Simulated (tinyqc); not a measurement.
Ways to reach the isolated limit: finite-size error of a charged defect in a periodic cell: Madelung and Makov-Payne terms. Computed by tinyqc, a small Python program. Command: `OMP_NUM_THREADS=1 python tinyqc.py 3021160 3021161 out.jsonl imagecharge walk`. One thread of a shared host (Intel(R) Xeon(R) Processor @ 2.30GHz), about 0.02 s of CPU time with the checks.

L is the cube root of the cell volume. The defect charge is a Gaussian, rho(r) = q (2 pi sigma^2)^(-3/2) exp(-r^2/2 sigma^2), repeated periodically in a uniform neutralising background and screened by a continuum. The model cell energy is E(L) = E_0 + [periodic - isolated electrostatic energy].

Inputs (values chosen for the exercise, for a model host):
```
quantity                                     value      unit
charge q                                        -1         e
cell length L                                 12.3  angstrom
dielectric constant eps                       7.53         -
width sigma of the defect charge               1.4  angstrom
formation energy of the isolated defect E_0   2.84        eV
```

Supercell lattice: bcc. Screening: isotropic.

scatter added to the six cells, standing for numerical noise (meV): -10  -13  -19  9.2  -3.1  -16

Constants: e^2/(4 pi eps_0) = 14.39964548 eV angstrom.

Method:
- Cell vectors: (-1,1,1), (1,-1,1), (1,1,-1), scaled to volume L^3.
- Ewald sum for a unit point charge: scale each Cartesian component of the cell by 1/sqrt(eps_i), giving R', G' and V'; E = [ (1/2) sum erfc(eta R')/R' + (2 pi/V') sum exp(-G'^2/4 eta^2)/G'^2 - eta/sqrt(pi) - pi/(2 V' eta^2) ] e^2/(4 pi eps_0) / sqrt(eps_x eps_y eps_z), over n_i = -6..6, omitting n = (0,0,0), eta = 2/V'^(1/3). alpha = -2 E eps_g L/(e^2/(4 pi eps_0)), eps_g = (eps_x eps_y eps_z)^(1/3).
- Periodic energy of the Gaussian: (2 pi q^2/V) sum_(G != 0) exp(-sigma^2 G^2)/(G.eps.G) x e^2/(4 pi eps_0), n_i = -k..k with k = max(9, L/sigma rounded up). Isolated energy: q^2/(2 sqrt(pi) sigma) <1/(n.eps.n)> e^2/(4 pi eps_0), the mean over directions n, here 1/eps.
- Cells of the same shape with L scaled by 0.7, 0.85, 1, 1.25, 1.5 and 2; the scatter is added to E(L).
- The point-charge correction scales as 1/L from its value at the input L.
- Least-squares fits of E(L) to a + b/L, a + c/L^3 or a + b/L + c/L^3; the estimate is a, and errors are against E_0.

Scaling data:
```
L (angstrom)  1/L (1/angstrom)  E(L) (eV)  E(L) + point-charge correction (eV)
8.610                 0.116144    2.54613                              2.86689
10.455                0.095648    2.58345                              2.84761
12.300                0.081301    2.60912                              2.83366
15.375                0.065041    2.67605                              2.85568
18.450                0.054201    2.69096                              2.84065
24.600                0.040650    2.71331                              2.82558
```

point-charge correction -q^2 E = 0.224537 eV

nearest image = 13.4208 angstrom

Estimates of E_0:
```
way                              estimate (eV)  error (meV)
largest cell, uncorrected               2.7133      -126.69
largest cell, point-charge term         2.8256       -14.42
1/L fit, three smallest                 2.7563       -83.73
1/L fit, all six                        2.8151       -24.93
1/L^3 fit, all six                      2.7012      -138.77
1/L and 1/L^3, three smallest           2.7504       -89.64
1/L and 1/L^3, all six                  2.8259       -14.07
corrected data, 1/L^3 fit               2.8336        -6.40
```

coefficient b of the full fit = -2.6018 eV angstrom

Best here: corrected data, 1/L^3 fit (-6.4 meV); worst: 1/L^3 fit, all six (-139 meV). The fitted b is 94.2 % of the Madelung value -q^2 alpha e^2/(8 pi eps_0 eps_g). The three-term fit to three small cells has no spare point and magnifies the scatter.

Extremes, crossings and ranges named in words are read from the listed rows.
